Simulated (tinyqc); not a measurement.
Two regimes over temperature: microkinetic model of low-temperature epitaxy from hydride gases: adsorption, hydrogen desorption and rate control. Computed by tinyqc, a small Python program. Command: `OMP_NUM_THREADS=1 python tinyqc.py 3023765 3023766 out.jsonl hepi walk`. One thread of a shared host (Intel(R) Xeon(R) Processor @ 2.30GHz), about 0.01 s of CPU time with the checks.

Each hydride molecule needs two free sites and leaves four hydrogen atoms, of which two leave at once as H2; theta is the hydrogen coverage, the site density is 6.78 per nm^2 and one layer is 1.358 angstrom thick.

Inputs (values chosen for the exercise, close to those used for silane and germane, with second-order desorption as on Si(111) but the site density of Si(001)):

| quantity | value | unit |
|---|---|---|
| silane pressure p_S | 0.39 | Pa |
| sticking prefactor of silane s0 | 0.016 | - |
| adsorption barrier E_s | 0.32 | eV |
| desorption prefactor nu_d | 7.3e+11 | 1/s |
| desorption energy on silicon E_d | 2.05 | eV |
| hydrogen carrier pressure p_H | 23 | Pa |
| sticking of hydrogen s_H | 5.3e-08 | - |
| germane pressure p_G | 0.015 | Pa |
| sticking ratio of germane to silane r_G | 2.3 | - |
| lowering of E_d per unit germanium fraction, dE | 0.44 | eV |

Film: silicon-germanium. Order of hydrogen desorption: second.

Constants: k_B = 8.617333262e-05 eV/K; u = 1.6605390666e-27 kg; k_B = 1.380649e-23 J/K.

Method:
- Flux per site F = p/(sqrt(2 pi M k_B T) x 6.78e18 per m^2), M = 32.12 u (silane), 76.63 u (germane), 2.016 u (hydrogen); s = s0 exp(-E_s/(k_B T)); k_S = s F_S, k_G = r_G s F_G; germanium fraction x = k_G/(k_S + k_G); k = k_S + k_G; k_H = s_H F_H; k_d = nu_d exp(-(E_d - dE x)/(k_B T)).
- With k the hydride and k_H the hydrogen adsorption rate on free pairs and k_d the desorption rate, steady state: 2 (k + k_H)(1 - theta)^2 = k_d theta^2; growth rate R = k (1 - theta)^2 layers/s; 1 layer/s = 8.148 nm/min.
- Temperatures in kelvin are T(C) + 273.15.
- Limits: desorption-limited R = k_d k/(2 (k + k_H)), adsorption-limited R = k.

Growth:

| T (C) | theta | G (nm/min) | desorption limit (nm/min) | adsorption limit (nm/min) |
|---|---|---|---|---|
| 400 | 0.94826 | 1.5291e-03 | 1.7005e-03 | 0.5711 |
| 450 | 0.86393 | 1.4938e-02 | 2.0014e-02 | 0.8068 |
| 500 | 0.71715 | 8.7020e-02 | 1.6920e-01 | 1.0877 |
| 550 | 0.53155 | 3.0968e-01 | 1.0960e+00 | 1.4112 |
| 600 | 0.35795 | 7.3133e-01 | 5.7077e+00 | 1.7741 |
| 650 | 0.22840 | 1.2933e+00 | 2.4792e+01 | 2.1723 |
| 700 | 0.14366 | 1.9078e+00 | 9.2442e+01 | 2.6016 |
| 750 | 0.09132 | 2.5244e+00 | 3.0273e+02 | 3.0573 |
| 800 | 0.05938 | 3.1278e+00 | 8.8694e+02 | 3.5352 |
| 850 | 0.03969 | 3.7175e+00 | 2.3600e+03 | 4.0312 |

What does the comparison show, and why?

The apparent activation energy of G is 1.91 eV between the first rows and 0.36 eV between the last; full hydrogen cover gives a value near the desorption energy (plus E_s where k_H far exceeds k), a bare surface one near E_s less k_B T/2 from the flux. The coverage passes one half between 550 and 600 C, the knee of the Arrhenius plot.

Extremes, crossings and ranges named in words are read from the listed rows.
